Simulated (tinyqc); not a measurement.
Ion-assisted plasma etching: sheath, surface coverage, synergy and aspect-ratio dependence. Changing the sticking coefficient s. Computed by tinyqc, a small Python program. Command: `OMP_NUM_THREADS=1 python tinyqc.py 3028497 3028498 out.jsonl etch sweep`. One thread of a shared host (Intel(R) Xeon(R) Processor @ 2.30GHz), about 0.01 s of CPU time with the checks.

Radicals adsorb on bare sites; ions remove covered sites with a high yield and bare sites by sputtering; a slow spontaneous reaction acts everywhere, walls included.

Inputs (values chosen for the exercise, close to those used for silicon in a halogen plasma):
```
quantity,value,unit
plasma density n_e,8.7e+10,1/cm^3
electron temperature T_e,4.4,eV
ion mass M_i,35.5,u
sheath voltage V,790,V
radical density n,1.1e+12,1/cm^3
radical mass M_n,35.5,u
gas temperature T_g,350,K
radicals per removed unit x,2,-
yield slope b,0.11,eV^(-1/2)
threshold E_th,6.6,eV
sputter slope b_p,0.023,eV^(-1/2)
sputter threshold E_p,35,eV
spontaneous reaction probability k_c,2.6e-05,-
solid density N,5e+22,1/cm^3
ion temperature T_i,0.44,eV
aspect ratio A,17,-
```

Feature: long trench.

Constants: e = 1.602176634e-19 C; u = 1.6605390666e-27 kg; k_B = 1.380649e-23 J/K; eps_0 = 8.8541878128e-12 F/m.

Method:
- Bohm speed u_B = sqrt(e T_e/M_i); ion flux G_i = 0.61 n_e u_B; radical flux G_n = n c/4 with c = sqrt(8 k_B T_g/(pi M_n)).
- Debye length lambda_D = sqrt(eps_0 T_e/(e n_s)) with n_s = 0.61 n_e, T_e in volts; Child-law sheath d = (sqrt2/3) lambda_D (2 V/T_e)^(3/4); ion energy E = V + T_e/2; angular spread = arctan(sqrt(T_i/E)).
- Yields: Y = b (sqrt(E) - sqrt(E_th)) on covered sites, Y_p = b_p (sqrt(E) - sqrt(E_p)) on bare ones (zero below threshold).
- Steady coverage: s G_n (1 - theta) = x Y G_i theta; removal flux = Y G_i theta + Y_p G_i (1 - theta) + k_c G_n; rate = flux/N, 1 cm/s = 6e8 nm/min.
- Lateral rate = k_c G_n/N; anisotropy = 1 - lateral/vertical; synergy = vertical/(ions alone + radicals alone), with ions alone Y_p G_i/N and radicals alone the lateral rate.
- Transmission of a long trench, rough form: K = (1 + ln(1 + A))/(1 + A + ln(1 + A)), walls that scatter diffusely without loss. With a loss probability S = s (1 - theta) at the floor, G_b/G_n = K/(K + S - K S); theta follows G_b, and the two are solved together. Ions are taken to reach the floor unshadowed; G_b replaces G_n in every term of the rate; A is depth over width.

One run for each value:
```
sticking coefficient s,vertical rate (nm/min),coverage theta,floor rate over open-field rate,G_b/G_n
0.010,113.22,0.00122,0.99977,0.95818
0.019,113.77,0.00231,0.99921,0.92349
0.037,114.88,0.00448,0.99726,0.86128
0.072,117.01,0.00868,0.99109,0.76188
0.140,121.10,0.01675,0.97382,0.62292
0.270,128.73,0.03181,0.93366,0.46250
0.520,142.77,0.05950,0.85693,0.30973
1.000,167.60,0.10847,0.74010,0.18971
```

Over the rows, vertical rate (nm/min) rises from 113 to 168 (exponent d ln y / d ln x 0.0076 between the first rows and 0.25 between the last); coverage theta rises from 0.00122 to 0.108 (exponent d ln y / d ln x 1.00 between the first rows and 0.92 between the last); floor rate over open-field rate falls from 1.000 to 0.740 (exponent d ln y / d ln x -8.7e-4 between the first rows and -0.22 between the last).

Caution (all rows): a sheath of several millimetres is collisional at usual pressures, which lowers the ion energy and widens the angles. Caution (all rows): the trench transmission is an interpolation between the limits 1 and ln(A)/A, good to tens of per cent.
